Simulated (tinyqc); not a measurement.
Threshold of a short bulk MOSFET: charge sharing, barrier lowering, narrow width: one step of the calculation.

n-channel device on a p-type body, depletion approximation, full ionisation. Uniform doping N = Na. Vbi from Boltzmann statistics is rough for the degenerate source. Cox = eps0 eox/tox.

Question. Long-channel threshold and scales. ni = sqrt(Nc Nv) exp(-Eg/(2 Vt)), Eg in volts; 2 pB = 2 Vt ln(N/ni); flat band Vfb - Vt ln(N/Na); Wd = sqrt(2 eps0 eps_r (2 pB - Vbs)/(q N)); body term q N Wd/Cox; long-channel VT0 = flat band + 2 pB + body term; Vbi = Vt ln(N Nsd/ni^2); scale length l = sqrt((eps_r/eox) tox Wd).

Parameters, values chosen for the exercise; band and dielectric values close to those of silicon: temperature T = 350 K; band gap Eg = 1.11 eV; relative permittivity eps_r = 11.9; conduction-band density of states at T Nc = 3.54e19 cm^-3; valence-band density of states at T Nv = 3.4e19 cm^-3; relative permittivity of the gate insulator (close to silicon dioxide) eox = 3.9; insulator thickness tox = 5.4 nm; channel doping Na = 1.4e18 cm^-3; source and drain doping Nsd = 1e20 cm^-3; flat-band voltage for the doping Na Vfb = -1 V; body-source voltage Vbs = 0 V.

Constants: q = 1.602176634e-19 C, kB = 1.380649e-23 J/K, Vt = kB T/q, eps0 = 8.8541878128e-14 F/cm where lengths are in cm. Results are converted to the units shown.

Find: N; 2 pB; flat band; Wd; body term; VT0; Vbi; l.

Answer.

N = 1.4000e18 cm^-3
2 pB = 0.91636 V
flat band = -1.0000 V
Wd = 29.341 nm
body term = 1.0292 V
VT0 = 0.94556 V
Vbi = 1.0451 V
l = 21.988 nm

Numbers from tinyqc (`OMP_NUM_THREADS=1 python tinyqc.py 2002178 2002179 out.jsonl`; about 0.01 s on one thread of a shared Intel Xeon 2.30GHz).
